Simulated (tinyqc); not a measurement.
Born-Oppenheimer dynamics on the UHF/sto-3g surface (energies and gradients from PySCF), for H4+, spin multiplicity 2, step by step. One step of it, computed by the program tinyqc.

Question. Velocity Verlet step 2. dt = 0.5 fs = 20.6707 atomic units; x' = x + v dt - g dt^2 / (2m); after the new gradient g', v' = v - (g + g') dt / (2m).

positions after step 1 (bohr), order 1H, 2H, 3H, 4H:
```
[[0.073292, 0.044441, 0.000651],
 [0.069056, -0.028059, 1.587793],
 [-0.135892, 1.669160, -0.104344],
 [-0.015905, 1.610140, 1.528124]]
```

velocities after step 1 (bohr per atomic time unit), order 1H, 2H, 3H, 4H:
```
[[0.000769279, -0.000369298, -0.000082954],
 [0.000791647, -0.002285826, 0.002149745],
 [-0.001420267, 0.002244270, -0.002304142],
 [-0.000140659, 0.000410855, 0.000237351]]
```

gradient after step 1 (hartree/bohr), order 1H, 2H, 3H, 4H:
```
[[-0.01023821, 0.07404568, 0.02034085],
 [-0.01814098, 0.19753135, -0.15098371],
 [0.02639776, -0.19934833, 0.14604818],
 [0.00198144, -0.07222870, -0.01540532]]
```

masses (electron masses): [1837.152588, 1837.152588, 1837.152588, 1837.152588]

gradient after step 2 (hartree/bohr), order 1H, 2H, 3H, 4H:
```
[[-0.00893188, 0.05244603, -0.00388424],
 [-0.01692577, 0.15681317, -0.10958688],
 [0.02328968, -0.15831802, 0.10572843],
 [0.00256797, -0.05094119, 0.00774269]]
```

Give: positions after step 2; velocities after step 2.

Answer.

positions after step 2 (bohr), order 1H, 2H, 3H, 4H:
```
[[0.0904, 0.0282, -0.0034],
 [0.0875, -0.0983, 1.6498],
 [-0.1683, 1.7387, -0.1690],
 [-0.0190, 1.6270, 1.5348]]
```

velocities after step 2 (bohr per atomic time unit), order 1H, 2H, 3H, 4H:
```
[[0.0008771, -0.0010809, -0.0001755],
 [0.0009889, -0.0042793, 0.0036156],
 [-0.0016998, 0.0042564, -0.0037206],
 [-0.0001663, 0.0011038, 0.0002805]]
```
